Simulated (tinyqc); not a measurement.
Growth mode over temperature: epitaxial growth on a vicinal surface: Burton-Cabrera-Frank step flow, step-edge barrier and island nucleation. Computed by tinyqc, a small Python program. Command: `OMP_NUM_THREADS=1 python tinyqc.py 3008093 3008094 out.jsonl stepflow walk`. One thread of a shared host (Intel(R) Xeon(R) Processor @ 2.30GHz), about 0.04 s of CPU time with the checks.

Adatoms land at rate F, hop on a square grid (a simplification for hexagonal faces), desorb, or join steps. Lengths are in units of a and n is the adatom coverage. Steps ascend at x = 0 and descend at x = l.

Inputs (values chosen for the exercise, close to those used for GaN(0001)):

| quantity | value | unit |
|---|---|---|
| site spacing a | 3.19 | angstrom |
| step height h | 2.59 | angstrom |
| diffusion barrier E_d | 1.38 | eV |
| desorption energy E_a | 2.89 | eV |
| adatom formation energy E_f | 1.25 | eV |
| step-edge barrier E_s | 0 | eV |
| attempt frequency nu | 5 | THz |
| deposition rate F | 1.4 | layers/s |
| miscut angle | 2 | degrees |
| temperature T | 870 | C |
| critical nucleus size i | 1 | - |

Constants: k_B = 8.617333262e-05 eV/K.

Method:
- D = nu exp(-E_d/(k_B T)) (a^2/s, nu counted per direction); tau = exp(E_a/(k_B T))/nu; x_s = sqrt(D tau); n_eq = exp(-E_f/(k_B T)); terrace width l = h/(a tan(miscut)); Schwoebel length l_s = exp(E_s/(k_B T)) - 1.
- D n'' - n/tau + F = 0 with n(0) = n_eq and -l_s n'(l) = n(l) - n_eq. With u = n - F tau, A = n_eq - F tau, y = l/x_s, s = l_s/x_s: u = A cosh(x/x_s) + B sinh(x/x_s), B = A (1 - cosh y - s sinh y)/(sinh y + s cosh y). Flux into the ascending step J+ = D B/x_s, over the descending one J- = -(D/x_s)(A sinh y + B cosh y); step velocity J+ + J-; growth rate (J+ + J-)/l. For small y: J+ + J- = (F - n_eq/tau) l, J-/J+ = l/(l + 2 l_s).
- Island density on a flat surface without desorption: N = 0.25 (F/D)^(i/(i+2)) exp(E_i/((i+2) k_B T)) per site, with E_i = 0 for i = 1; spacing l_n = N^(-1/2). Step flow needs an effective width l_eff = 2 x(peak) below l_n.
- Temperatures in kelvin are T(C) + 273.15.
- x(peak) solves tanh(x/x_s) = -B/A. Rows where evaporation outweighs deposition are left out.

Scales:

| T (C) | x_s (a) | l_s (a) | incorporated share | l_n (a) | l_eff/l_n |
|---|---|---|---|---|---|
| 670 | 10824 | 0 | 1.00000 | 14.593 | 1.5932 |
| 720 | 6781 | 0 | 1.00000 | 16.828 | 1.3817 |
| 770 | 4443 | 0 | 1.00000 | 19.141 | 1.2147 |
| 820 | 3025 | 0 | 0.99999 | 21.518 | 1.0805 |
| 870 | 2131 | 0 | 0.99999 | 23.943 | 0.9711 |
| 920 | 1545 | 0 | 0.99997 | 26.404 | 0.8806 |
| 970 | 1150 | 0 | 0.99991 | 28.890 | 0.8048 |
| 1020 | 876 | 0 | 0.99968 | 31.390 | 0.7407 |
| 1070 | 681 | 0 | 0.99886 | 33.897 | 0.6859 |

The ratio falls below 1 between 820 and 870 C: islands below, step flow above. Incorporation goes from 100.0 % to 99.9 %.

Extremes, crossings and ranges named in words are read from the listed rows.
